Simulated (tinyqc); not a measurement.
Capacitance of parallel on-chip lines from Laplace's equation on a mesh: one step of the calculation.

Cross-section of an endless row of equal lines between two grounded planes; neighbours are driven in antiphase (+1 V and -1 V), so the plane midway between two lines is at 0 V. By symmetry one quarter is solved: x runs from the centre of a line (column 0, mirror) to that midplane (column 3, 0 V), y from the mid-height of the line (row 0, mirror) to the ground plane (row 4, 0 V). The line fills columns 0 to 1 and rows 0 to 2 at 1 V. Cells beside the line (below row 2) have e2, cells above have e1. Each link between nodes has the conductance g = mean permittivity of the two cells beside it (a cell beyond a mirror counts as 0), and the free nodes obey sum g (V_neighbour - V) = 0.

Question. Relaxation sweep. One sweep visits the free nodes row by row from row 0, left to right, and replaces V by V + om (weighted mean of the neighbours - V), using new values at once.

Values chosen for this exercise: over-relaxation factor om = 1.

V at the start (V):
```
,col 0,col 1,col 2,col 3
row 0,1,1,0,0
row 1,1,1,0,0
row 2,1,1,0,0
row 3,0,0,0,0
row 4,0,0,0,0
```

gx:
```
,col 0,col 1,col 2
row 0,0.5,0.5,0.5
row 1,1,1,1
row 2,2.45,2.45,2.45
row 3,3.9,3.9,3.9
row 4,1.95,1.95,1.95
```

gy:
```
,col 0,col 1,col 2,col 3
row 0,0.5,1,1,0.5
row 1,0.5,1,1,0.5
row 2,1.95,3.9,3.9,1.95
row 3,1.95,3.9,3.9,1.95
```

Wanted: V after sweep 1.

Answer.

V after sweep 1 (V):
```
,col 0,col 1,col 2,col 3
row 0,1.0000,1.0000,0.2500,0.0000
row 1,1.0000,1.0000,0.3125,0.0000
row 2,1.0000,1.0000,0.2819,0.0000
row 3,0.2500,0.3125,0.1486,0.0000
row 4,0.0000,0.0000,0.0000,0.0000
```

Numbers from tinyqc (`OMP_NUM_THREADS=1 python tinyqc.py 2790102 2790103 out.jsonl`; about 1 s on one thread of a shared Intel Xeon 2.30GHz).
